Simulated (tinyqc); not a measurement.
Trap density from two Hall measurements.

Inverse problem. p-type body, charge-sheet picture, full ionisation (an idealisation for deep acceptors), Boltzmann statistics for free electrons. e = Ec - EF at the surface. psi = Eg - Vt ln(Nv/Na) - e; N_dep = sqrt(2 eps0 eps_r Na (psi - Vt)/q); n_f = sqrt(N_dep^2 + 2 eps0 eps_r Vt Nc exp(-e/Vt)/q) - N_dep; Vg = Vfb + psi + q (N_dep + n_t + n_f)/Cox, Cox = eps0 eox/tox. Find e and n_t at both points and the mean trap density between them.

Inputs (values chosen for the exercise); band and dielectric values close to those of silicon:

| symbol | value | unit | meaning |
|---|---|---|---|
| T | 400 | K | temperature |
| Eg | 1.14 | eV | band gap |
| eps_r | 11.6 |  | relative permittivity |
| Nc | 4.33e19 | cm^-3 | conduction-band density of states at T |
| Nv | 4.1e19 | cm^-3 | valence-band density of states at T |
| eox | 3.9 |  | relative permittivity of the insulator |
| tox | 39 | nm | insulator thickness |
| Na | 8.6e15 | cm^-3 | acceptor density |
| Vfb | -0.93 | V | flat-band voltage without trapped charge |

Constants: q = 1.602176634e-19 C, kB = 1.380649e-23 J/K, Vt = kB T/q, eps0 = 8.8541878128e-14 F/cm where lengths are in cm. Results are converted to the units shown.

Vg (V): [-0.043963787, 0.20124255]
free sheet density from the Hall effect (cm^-2): [7.7412520e8, 1.9731040e10]

Solution. Each n_f fixes e; what the gate voltage holds beyond psi, N_dep and n_f is trapped; the difference quotient is the density, smeared over a few Vt.

e (eV): [0.377, 0.260]
n_t (cm^-2): [9.15e9, 3.34e10]
mean trap density = 2.07e11 cm^-2 eV^-1

Program tinyqc, `OMP_NUM_THREADS=1 python tinyqc.py 2222051 2222052 out.jsonl`; Intel Xeon 2.30GHz, shared host, one thread, about 0.02 s.
